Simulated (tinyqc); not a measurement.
Inside a calculation. Model: MOS inversion layer, Poisson-Schroedinger loop.

tinyqc, about 0.5 s, one thread, Intel Xeon 2.30GHz (shared host): `OMP_NUM_THREADS=1 python tinyqc.py 2160002 2160003 out.jsonl` Printed values are rounded.

Electrons confined at an insulator interface at z = 0, treated as a hard wall; parabolic valleys, Hartree approximation, no image or exchange terms. The depletion charge lies far deeper than the electrons and gives a uniform field q Nd/(eps0 eps_r); the gate balances all charge. Energies are counted from the band edge at the interface.

Inputs (values chosen for the exercise); masses and permittivity close to those of silicon (100):
```
symbol   value   unit                                     meaning
T          300      K                                 temperature
eps_r     11.7                              relative permittivity
mz1      0.919     m0  mass along z of valley set A (2 valley(s))
md1      0.191     m0    in-plane density-of-states mass of set A
mz2      0.189     m0  mass along z of valley set B (4 valley(s))
md2       0.42     m0    in-plane density-of-states mass of set B
Ns      9.4e11  cm^-2                  sheet density of electrons
Nd      1.2e12  cm^-2           sheet density of depletion charge
dE         0.1     eV               extra shift of set B (strain)
hz        0.94     nm                                   mesh step
a          0.3                                      mixing factor
```

Constants: q = 1.602176634e-19 C, kB = 1.380649e-23 J/K, hbar = 1.054571817e-34 J s, m0 = 9.1093837015e-31 kg, Vt = kB T/q, eps0 = 8.8541878128e-14 F/cm where lengths are in cm, hbar^2/(2 m0) = 0.0380998212 eV nm^2. Results are converted to the units shown.

## Fixed part of the potential

| node | z (nm) |
|---|---|
| 1 | 0.94 |
| 2 | 1.88 |
| 3 | 2.82 |
| 4 | 3.76 |
| 5 | 4.7 |
| 6 | 5.64 |
| 7 | 6.58 |
| 8 | 7.52 |
| 9 | 8.46 |
| 10 | 9.4 |
| 11 | 10.34 |
| 12 | 11.28 |
| 13 | 12.22 |
| 14 | 13.16 |
| 15 | 14.1 |
| 16 | 15.04 |

V0 = q Nd z/(eps0 eps_r) in eV.

| node | fixed potential V0 (eV) |
|---|---|
| 1 | 0.017446 |
| 2 | 0.034891 |
| 3 | 0.052337 |
| 4 | 0.069782 |
| 5 | 0.087228 |
| 6 | 0.104673 |
| 7 | 0.122119 |
| 8 | 0.139564 |
| 9 | 0.157010 |
| 10 | 0.174456 |
| 11 | 0.191901 |
| 12 | 0.209347 |
| 13 | 0.226792 |
| 14 | 0.244238 |
| 15 | 0.261683 |
| 16 | 0.279129 |

## Round 1: levels and probability densities

| node | self-consistent potential U at the start (eV) |
|---|---|
| 1 | 0 |
| 2 | 0 |
| 3 | 0 |
| 4 | 0 |
| 5 | 0 |
| 6 | 0 |
| 7 | 0 |
| 8 | 0 |
| 9 | 0 |
| 10 | 0 |
| 11 | 0 |
| 12 | 0 |
| 13 | 0 |
| 14 | 0 |
| 15 | 0 |
| 16 | 0 |

Tridiagonal Hamiltonian with psi = 0 one step beyond both ends: H_ii = C (1/m_(i-1/2) + 1/m_(i+1/2))/hz^2 + V0_i + U_i (+ dE for the set B), H_(i,i+1) = -C/(m_(i+1/2) hz^2), C = hbar^2/(2 m0). The lowest 2 level(s) of each valley set are kept, normalised to hz sum |psi|^2 = 1. The mass is the same on all intervals.

levels (eV): A1 0.055588, A2 0.095404, B1 0.195424, B2 0.265907

| node | \|psi\|^2 of A1 (1/nm) | \|psi\|^2 of A2 (1/nm) | \|psi\|^2 of B1 (1/nm) | \|psi\|^2 of B2 (1/nm) |
|---|---|---|---|---|
| 1 | 0.314351 | 0.250209 | 0.075598 | 0.071263 |
| 2 | 0.442961 | 0.028661 | 0.207866 | 0.129735 |
| 3 | 0.227389 | 0.144371 | 0.266181 | 0.060800 |
| 4 | 0.065082 | 0.336923 | 0.228956 | 0.000104 |
| 5 | 0.012221 | 0.215262 | 0.149987 | 0.053105 |
| 6 | 0.001643 | 0.071087 | 0.079612 | 0.153378 |
| 7 | 0.000167 | 0.014873 | 0.035521 | 0.200444 |
| 8 | 0.000013 | 0.002183 | 0.013651 | 0.174602 |
| 9 | 0.000001 | 0.000239 | 0.004598 | 0.115431 |
| 10 | 0.000000 | 0.000020 | 0.001376 | 0.061702 |
| 11 | 0.000000 | 0.000001 | 0.000369 | 0.027674 |
| 12 | 0.000000 | 0.000000 | 0.000090 | 0.010664 |
| 13 | 0.000000 | 0.000000 | 0.000020 | 0.003580 |
| 14 | 0.000000 | 0.000000 | 0.000004 | 0.001048 |
| 15 | 0.000000 | 0.000000 | 0.000001 | 0.000257 |
| 16 | 0.000000 | 0.000000 | 0.000000 | 0.000041 |

## Round 1: Fermi level and occupations

Level k holds N_k = D_k Vt ln(1 + exp((EF - E_k)/Vt)) with D = 2 md1 m0 q/(pi hbar^2) for the set A, D = 4 md2 m0 q/(pi hbar^2) for the set B per eV (spin included); EF is fixed by sum N_k = Ns.

EF = 0.0139040 eV
N_k (cm^-2): A1 7.50096e11, A2 1.72660e11, B1 1.61850e10, B2 1.05980e9

## Round 1: density, output potential and mixing

n_i = sum_k N_k |psi_k|^2 (converted to cm^-3). Hartree part by Gauss: on the interval before node i the electrons still beyond are S_i = Ns - hz sum_(j<i) n_j, and U_i = U_(i-1) + q S_i hz/(eps0 eps_r) in eV, U_0 = 0 at the interface. Mixing: U(new) = U + a (U(out) - U).

| node | n (1e18 cm^-3) | U(out) (eV) | U after round 1 (1e-3 eV) |
|---|---|---|---|
| 1 | 2.80293 | 0.0136657 | 4.09971 |
| 2 | 3.40714 | 0.0235010 | 7.05029 |
| 3 | 1.99863 | 0.0286802 | 8.60405 |
| 4 | 1.10697 | 0.0311281 | 9.33843 |
| 5 | 0.48818 | 0.0320633 | 9.61899 |
| 6 | 0.14958 | 0.0323313 | 9.69940 |
| 7 | 0.03481 | 0.0323950 | 9.71849 |
| 8 | 0.00793 | 0.0324111 | 9.72332 |
| 9 | 0.00239 | 0.0324163 | 9.72489 |
| 10 | 0.00091 | 0.0324183 | 9.72549 |
| 11 | 0.00036 | 0.0324190 | 9.72571 |
| 12 | 0.00013 | 0.0324193 | 9.72578 |
| 13 | 0.00004 | 0.0324194 | 9.72581 |
| 14 | 0.00001 | 0.0324194 | 9.72581 |
| 15 | 0.00000 | 0.0324194 | 9.72582 |
| 16 | 0.00000 | 0.0324194 | 9.72582 |

## Course of the self-consistent loop

Start from U = 0. Stop when the largest |U(out) - U| is below 1e-7 eV, or after 120 rounds.

Course of the iteration:

| round | level A1 (eV) | EF (eV) | largest \|U(out) - U\| (eV) |
|---|---|---|---|
| 1 | 0.0555878 | 0.0139040 | 0.0324 |
| 2 | 0.0622017 | 0.0208205 | 0.0216 |
| 3 | 0.0666516 | 0.0254661 | 0.0144 |
| 4 | 0.0696706 | 0.0286105 | 9.64e-3 |
| 5 | 0.0717300 | 0.0307500 | 6.47e-3 |
| 6 | 0.0731401 | 0.0322110 | 4.35e-3 |
| 7 | 0.0741082 | 0.0332114 | 2.93e-3 |
| 8 | 0.0747741 | 0.0338977 | 1.97e-3 |
| 9 | 0.0752328 | 0.0343693 | 1.33e-3 |
| ... | ... | ... | ... |
| 27 | 0.0762574 | 0.0354152 | 1.60e-6 |
| 28 | 0.0762578 | 0.0354157 | 1.11e-6 |
| 29 | 0.0762581 | 0.0354160 | 7.74e-7 |
| 30 | 0.0762583 | 0.0354162 | 5.39e-7 |
| 31 | 0.0762585 | 0.0354163 | 3.75e-7 |
| 32 | 0.0762586 | 0.0354164 | 2.61e-7 |
| 33 | 0.0762587 | 0.0354165 | 1.82e-7 |
| 34 | 0.0762587 | 0.0354166 | 1.27e-7 |
| 35 | 0.0762587 | 0.0354166 | 8.84e-8 |

Converged in 35 rounds. Towards the end the residual shrinks by a factor of about 0.70 a round.

## Converged levels, occupations and centroid

| node | converged U (eV) |
|---|---|
| 1 | 0.0136656 |
| 2 | 0.0225047 |
| 3 | 0.0266931 |
| 4 | 0.0285121 |
| 5 | 0.0291487 |
| 6 | 0.0293188 |
| 7 | 0.0293585 |
| 8 | 0.0293691 |
| 9 | 0.0293728 |
| 10 | 0.0293742 |
| 11 | 0.0293747 |
| 12 | 0.0293749 |
| 13 | 0.0293749 |
| 14 | 0.0293749 |
| 15 | 0.0293749 |
| 16 | 0.0293749 |

Solve for the levels with V0 + U, find EF, n_i = sum_k N_k |psi_k|^2 (in cm^-3); share of each level N_k/Ns; centroid sum n z/sum n.

levels (eV): A1 0.076259, A2 0.120147, B1 0.221298, B2 0.293195
EF = 0.0354166 eV
shares (%): A1 82.2052, A2 16.2501, B1 1.4546, B2 0.0902

| node | n (1e18 cm^-3) |
|---|---|
| 1 | 3.53193 |
| 2 | 3.40316 |
| 3 | 1.73383 |
| 4 | 0.86523 |
| 5 | 0.34134 |
| 6 | 0.09547 |
| 7 | 0.02129 |
| 8 | 0.00506 |
| 9 | 0.00165 |
| 10 | 0.00065 |
| 11 | 0.00025 |
| 12 | 0.00009 |
| 13 | 0.00003 |
| 14 | 0.00001 |
| 15 | 0.00000 |
| 16 | 0.00000 |

centroid = 2.02057 nm

An 800-node mesh to 26 nm with 8 levels a set gives A1 = 0.07812 eV, EF = 0.03655 eV and a centroid of 2.246 nm; the levels kept above hold 95.2 % of the electrons there. The coarse centroid is 10 % below the fine one.

## Closed-form estimates

Triangular well: E_k = a_k (C F^2/mz)^(1/3), a_1 = 2.338107, a_2 = 4.087949, C = hbar^2/(2 m0), F in eV/nm. Fang-Howard (all electrons in the lowest level of set A): b^3 = 6 (mz1/C) q (Nd + 11 Ns/32)/(eps0 eps_r), centroid 3/b, level C b^2/(4 mz1) + (3/b) q (Nd + 11 Ns/16)/(eps0 eps_r). Use F = q (Nd + Ns)/(eps0 eps_r), the surface field, and F = q (Nd + Ns/2)/(eps0 eps_r).

A1 with the surface field = 0.0834180 eV
A1 with Nd + Ns/2 = 0.0707069 eV
A2 with Nd + Ns/2 = 0.123624 eV
b = 1.50505 1/nm
Fang-Howard centroid = 1.99329 nm
Fang-Howard level = 0.0803936 eV

Against the self-consistent A1 = 0.07812 eV on a fine mesh, the surface-field estimate is 6.8 % above it, the half-charge one 9.5 % below it and Fang-Howard 2.9 % above it. A1 holds 80.1 % of the electrons, and the Fang-Howard centroid is 11 % below the full one.
